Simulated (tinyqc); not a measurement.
## Trap density from the leakage

Inverse problem. Trap-assisted leakage is J = q Nt times the integral over x of the rate through one trap. Find Nt, the areal density Nt t and the mean in-plane spacing (Nt t)^(-1/2).

Parameters, values chosen for the exercise:
```
symbol,value,unit,meaning
t,4.8,nm,thickness
```

Constants: q = 1.602176634e-19 C. Results are converted to the units shown.

J = 2.9556896e-7 A/cm^2
integral of the rate over x = 2.8381482 nm/s

Answer. J is proportional to Nt.

Nt = 6.500e18 cm^-3
Nt t = 3.120e12 cm^-2
in-plane spacing = 5.661 nm

Computed by the program tinyqc: `OMP_NUM_THREADS=1 python tinyqc.py 2370019 2370020 out.jsonl`, one thread of a shared Intel Xeon 2.30GHz, about 0.03 s for the whole run.
